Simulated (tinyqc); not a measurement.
Heat flow across a film from the phonon Boltzmann equation in the relaxation-time approximation: one step, computed by the program tinyqc.

Two black walls, hot at x = 0 and cold at x = L, emit phonons isotropically. For one free path Lambda, with tau = x/Lambda, tau_L = L/Lambda and phi = (T - T_cold)/Delta T, energy balance gives phi(tau) = (1/2) [E2(tau) + int_0^tau_L phi(s) E1(|tau - s|) ds]; E_n are the exponential integrals. The flux over the ballistic flux C v Delta T/4 is psi = 1 - 2 int_0^tau_L phi(s) E2(s) ds, and kappa_eff/kappa = (3/4) tau_L psi. kappa = C v Lambda/3 is an input, so at fixed kappa a longer free path means a smaller C v.

Problem. The small linear system for Lambda_1. Cut the film into n equal cells with constant phi, collocated at the centres c_i: the kernel integrates to A_ij = |E2(|c_i - e_j|) - E2(|c_i - e_(j+1)|)|/2 for cell edges e_j, and A_ii = 1 - E2(half a cell); solve (1 - A) phi = E2(c)/2; psi = 1 - 2 sum_j phi_j [E3(e_j) - E3(e_(j+1))].

Inputs (values chosen for the exercise, modelled on gallium arsenide): film thickness L = 400 nm; free path Lambda_1 = 67 nm; cells n in the small system = 5.

Give: optical thickness tau_L; 1 - A; right-hand side E2(c)/2; flux weights E3(e_j) - E3(e_(j+1)).

Solution.

optical thickness tau_L = 5.970

1 - A:
```
,1,2,3,4,5
1,0.2775,-0.1141,-0.0193,-0.0041,-0.0010
2,-0.1141,0.2775,-0.1141,-0.0193,-0.0041
3,-0.0193,-0.1141,0.2775,-0.1141,-0.0193
4,-0.0041,-0.0193,-0.1141,0.2775,-0.1141
5,-0.0010,-0.0041,-0.0193,-0.1141,0.2775
```

right-hand side E2(c)/2: [0.1388, 0.02470, 0.005419, 0.001295, 3.246e-04]

flux weights E3(e_j) - E3(e_(j+1)): [0.4154, 0.06593, 0.01418, 0.003359, 8.381e-04]
